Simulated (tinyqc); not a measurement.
# Thin-body transistor below threshold, two-dimensional Poisson equation on a small mesh: effects of single changes

A thin body on a thick buried insulator of low permittivity, taken as carrying no normal field at the bottom of the body (row 0). Mobile charge is neglected (subthreshold), the body is fully depleted, and potentials are counted from the intrinsic level; rows run upward to the gate, columns from source to drain.

Parameters, values chosen for the exercise; semiconductor permittivity close to that of silicon:

| symbol | value | unit | meaning |
|---|---|---|---|
| T | 300 | K | temperature |
| eps_r | 11.7 |  | relative permittivity of the semiconductor |
| eox | 3.9 |  | relative permittivity of the insulator |
| tb | 5 | nm | body thickness |
| tox | 1.6 | nm | insulator thickness |
| L | 30 | nm | channel length |
| Na | 0 | cm^-3 | acceptor density of the depleted body |
| Vbi | 0.58 | V | potential of the source |
| Vfb | -0.05 | V | gate offset |
| Vg | 0.05 | V | gate voltage |
| Vd | 0.05 | V | drain voltage |

Constants: q = 1.602176634e-19 C, kB = 1.380649e-23 J/K, Vt = kB T/q, eps0 = 8.8541878128e-14 F/cm where lengths are in cm. Results are converted to the units shown.

Each table varies one quantity; the others keep the values above.

## Effect of the relative permittivity of the insulator

Mesh: rows i = 0..12 in the semiconductor (step hs = tb/12, row 12 on the interface), then 8 step(s) ho = tox/8 up to the gate row 20; columns j = 0..80 (step hy = L/80). Box integration, divided by eps0: up_i = eps hy/h of the interval above row i, dn_i = that of the interval below (0 for row 0), lat_i = (sum of eps h/2 over the intervals above and below)/hy, s_i = -q Na w_i hy/eps0 with w_i the semiconductor height of the box (hs/2 for row 0 and the interface row, hs between, 0 in the insulator). Each free node obeys (up + dn + 2 lat) psi = up psi(above) + dn psi(below) + lat [psi(left) + psi(right)] + s. Fixed values: gate row Vg - Vfb; column 0 at Vbi and the last column at Vbi + Vd in the semiconductor, each running linearly to Vg - Vfb across the insulator. The system is solved directly. On row 0 the minimum of psi and its place come from a parabola through the three lowest nodes; barrier = Vbi - minimum, swing = Vt ln 10/(d psi/dVg), DIBL = (d psi/dVd)/(d psi/dVg) there. Lambda = pi/k with k the smallest positive root of tan(k tox) tan(k tb) = eox/eps_r.

Results:

| eox | L/Lambda | barrier (V) | place y/L | swing (mV/decade) | DIBL (mV/V) |
|---|---|---|---|---|---|
| 3.9 | 1.652 | 0.3955 | 0.4903 | 71.53 | 95.72 |
| 8.8 | 2.124 | 0.4365 | 0.4925 | 65.16 | 44.94 |
| 13 | 2.324 | 0.4471 | 0.4932 | 63.68 | 33.17 |
| 20 | 2.511 | 0.4547 | 0.4937 | 62.68 | 25.14 |
| 30 | 2.650 | 0.4592 | 0.4940 | 62.09 | 20.50 |

Estimate the missing row, eox = 5.9.

Computed row:

| eox | L/Lambda | barrier (V) | place y/L | swing (mV/decade) | DIBL (mV/V) |
|---|---|---|---|---|---|
| 5.9 | 1.896 | 0.4201 | 0.4916 | 67.56 | 64.09 |

With this row back in the table: As eox goes from 3.9 to 30, the barrier rises from 0.395 to 0.459 V, the swing falls from 71.5 to 62.1 mV a decade and DIBL falls from 95.7 to 20.5 mV/V; the ideal swing is 59.5. L/Lambda goes from 1.7 to 2.6.

## Effect of the drain voltage

Same model as above.

Results:

| Vd (V) | L/Lambda | barrier (V) | place y/L | swing (mV/decade) | DIBL (mV/V) |
|---|---|---|---|---|---|
| 0.05 | 1.652 | 0.3955 | 0.4903 | 71.53 | 95.72 |
| 0.25 | 1.652 | 0.3808 | 0.4591 | 71.84 | 81.55 |
| 0.45 | 1.652 | 0.3682 | 0.4354 | 72.34 | 72.45 |
| 0.85 | 1.652 | 0.3465 | 0.4003 | 73.53 | 61.10 |
| 1.05 | 1.652 | 0.3370 | 0.3866 | 74.17 | 57.23 |

Estimate the missing row, Vd = 0.65 V.

Computed row:

| Vd (V) | L/Lambda | barrier (V) | place y/L | swing (mV/decade) | DIBL (mV/V) |
|---|---|---|---|---|---|
| 0.65 | 1.652 | 0.3569 | 0.4163 | 72.91 | 65.99 |

With this row back in the table: As Vd goes from 0.05 to 1.05 V, the barrier falls from 0.395 to 0.337 V, the swing rises from 71.5 to 74.2 mV a decade and DIBL falls from 95.7 to 57.2 mV/V; the ideal swing is 59.5. The barrier top moves from y/L = 0.490 to 0.387, towards the source.

## Effect of the body thickness

Same model as above.

Effect of the body thickness:

| tb (nm) | L/Lambda | barrier (V) | place y/L | swing (mV/decade) | DIBL (mV/V) |
|---|---|---|---|---|---|
| 2 | 2.788 | 0.4665 | 0.4943 | 61.16 | 13.08 |
| 2.6 | 2.423 | 0.4557 | 0.4935 | 62.54 | 24.06 |
| 3.5 | 2.048 | 0.4355 | 0.4923 | 65.29 | 45.99 |
| 4.6 | 1.740 | 0.4067 | 0.4909 | 69.67 | 80.90 |
| 6.1 | 1.455 | 0.3638 | 0.4889 | 77.38 | 142.2 |
| 8 | 1.214 | 0.3090 | 0.4862 | 90.13 | 243.0 |

Read the table: what changes, and by how much?

As tb goes from 2 to 8 nm, the barrier falls from 0.467 to 0.309 V, the swing rises from 61.2 to 90.1 mV a decade and DIBL rises from 13.1 to 243 mV/V; the ideal swing is 59.5. L/Lambda goes from 2.8 to 1.2. For tb = 2 to 4.6 nm the body is under 5 nm thick, where quantum confinement matters.

Program tinyqc, `OMP_NUM_THREADS=1 python tinyqc.py 2480123 2480124 out.jsonl`; Intel Xeon 2.30GHz, shared host, one thread, about 0.2 s.
